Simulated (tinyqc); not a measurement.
# Rigid-ion and shell models of the dielectric response of an ionic crystal, step by step

A worked calculation. Computed by tinyqc, a small Python program that keeps every step. Command: `OMP_NUM_THREADS=1 python tinyqc.py 3012936 3012937 out.jsonl shell walk`. One thread of a shared host (Intel(R) Xeon(R) Processor @ 2.30GHz), about 0.01 s of CPU time with the checks. Intermediate numbers are printed to about 7 digits and carried at full precision; extremes and crossings named in words are read from the listed rows.

Charges +Z and -Z; 4 nearest neighbours, Madelung constant M = 1.638055, volume per ion pair Omega = 3.079201 d^3. Energy per pair U = -M Z^2 e2/d + 4 A exp(-d/rho), e2 = e^2/(4 pi eps_0). In the shell model the anion is a core of charge Y - Z and a massless shell of charge -Y, joined by the spring k; the repulsion acts on the shell. Each ion feels the Lorentz field E + (4 pi/3) P (Gaussian units).

Inputs (values chosen for the exercise, for a model crystal):
```
quantity                       value           unit
nearest-neighbour distance d    3.02       angstrom
ionic charge Z                 0.922              e
hardness d/rho                  9.86              -
cation mass                     69.4              u
anion mass                      79.9              u
shell charge size Y             2.38              e
core-shell spring k             35.4  eV/angstrom^2
cation polarisability alpha_+   0.77     angstrom^3
film thickness t                 6.1             nm
```

Structure: zinc blende.

Constants: e^2/(4 pi eps_0) = 14.39964548 eV angstrom; 1 eV/angstrom^3 = 160.2176634 GPa; nu for 1 eV/(angstrom^2 u) = 15.6333042 THz; 1 THz = 33.35640952 1/cm; eps_0 = 8.8541878128e-12 F/m; h x 1 THz = 4.135667696 meV.

## Equilibrium, bulk modulus and repulsive spring

Zero pressure fixes 4 A exp(-d/rho) = M Z^2 e2 rho/d^2. Then U = -(M Z^2 e2/d)(1 - rho/d), B = M Z^2 e2 (d/rho - 2)/(9 Omega d), and the spring of one sublattice against the other is R = (1/3) x (Laplacian of the repulsion summed over neighbours) = M Z^2 e2 (d/rho - 2)/(3 d^3), so R = 3 B Omega/d^2.

volume Omega = 84.81232 angstrom^3

lattice energy U = -5.966120 eV/pair

bulk modulus B = 10.95385 GPa

repulsive spring R = 1.907316 eV/angstrom^2

## Rigid ions

With C = 4 pi Z^2 e2/(3 Omega): mu lambda_TO = R - C, mu lambda_LO = R + 2 C; eps_inf = 1 and eps_s = lambda_LO/lambda_TO. lambda in eV/(angstrom^2 u) gives the wavenumber 15.6333042 x 33.35640952 x sqrt(lambda); mu is the reduced mass.

Coulomb spring C = 0.6045654 eV/angstrom^2

omega_TO, rigid ions = 97.66466 1/cm

omega_LO, rigid ions = 151.0556 1/cm

eps_s, rigid ions = 2.392206

## Shell model: electronic response

Eliminating the shell gives the anion polarisability alpha_- = Y^2 e2/(k + R), the Szigeti charge Z_S = Z - Y R/(k + R) and the softened spring R' = k R/(k + R). With b = 4 pi (alpha_+ + alpha_-)/(3 Omega): eps_inf = (1 + 2b)/(1 - b) (Clausius-Mossotti); Born charge Z* = Z_S (eps_inf + 2)/3.

anion polarisability alpha_- = 2.186310 angstrom^3

Szigeti charge Z_S = 0.8003238 e

softened spring R' = 1.809805 eV/angstrom^2

b = 0.1460090

eps_inf = 1.512918

Born charge Z* = 0.9371572 e

Overlap pushes the shell back and lowers the effective charge to 87 % of Z; the local field then raises the Born charge to 102 % of Z.

## Shell model: lattice response

mu lambda_TO = R' - (4 pi e2/(3 Omega)) Z_S^2/(1 - b); mu lambda_LO = mu lambda_TO + 4 pi e2 Z*^2/(eps_inf Omega); eps_s = eps_inf lambda_LO/lambda_TO.

mu lambda_TO = 1.276397 eV/angstrom^2

omega_TO = 96.67179 1/cm

omega_LO = 135.6972 1/cm

eps_s = 2.980971

share of R' left after the dipole term = 0.7052676

The dipole field cancels 29 % of the short-range spring.

## As a gate dielectric

Capacitance per area eps_0 eps_s/t; equivalent oxide thickness EOT = t x 3.9/eps_s; the surface optical mode against silicon (eps = 11.7) lies at omega_TO sqrt[(eps_s + 11.7)/(eps_inf + 11.7)], and its squared coupling to channel electrons scales as g = hbar omega_SO [1/(11.7 + eps_inf) - 1/(11.7 + eps_s)], with hbar omega = h c x wavenumber.

capacitance per area = 4.326898 fF/micrometre^2

equivalent oxide thickness = 7.980621 nm

surface optical mode = 101.9008 1/cm

remote-phonon coupling g = 0.09561642 meV

## From rigid to soft shells

The formulas are those given above.

Response against the core-shell spring:
```
k (eV/angstrom^2)   eps_inf        Z_S         Z*  omega_TO (1/cm)  omega_LO (1/cm)     eps_s
28                 1.626370  0.7702174  0.9310311         96.64506         132.9137  3.076095
35                 1.517738  0.7990051  0.9368969         96.67065         135.5717  2.985011
46                 1.417313  0.8272460  0.9423196         96.69431         138.3356  2.900894
64                 1.330196  0.8531243  0.9470237         96.71482         141.0179  2.827990
92                 1.264160  0.8736607  0.9505894         96.73037         143.2579  2.772769
140                1.213427  0.8900114  0.9533289         96.74232         145.1177  2.730369
280                1.165623  0.9058975  0.9559101         96.75357         146.9939  2.690436
1100               1.130496  0.9178804  0.9578069         96.76184         148.4570  2.661105
```

From the stiffest to the softest shell eps_inf rises from 1.13 to 1.63 and Z_S falls from 0.92 to 0.77; omega_LO moves by -10 % and omega_TO by -0.1 %. Screening by eps_inf cuts the LO frequency, which rigid ions overstate (rigid ions: 151 per cm); eps_s goes from 2.66 to 3.08.

Checks made by the program: TO spring by direct elimination of the shell from the 2 x 2 energy matrix (relative difference below 1e-10); Szigeti's relation mu lambda_TO (eps_s + 2)/(eps_inf + 2) = R' (relative difference below 1e-10).
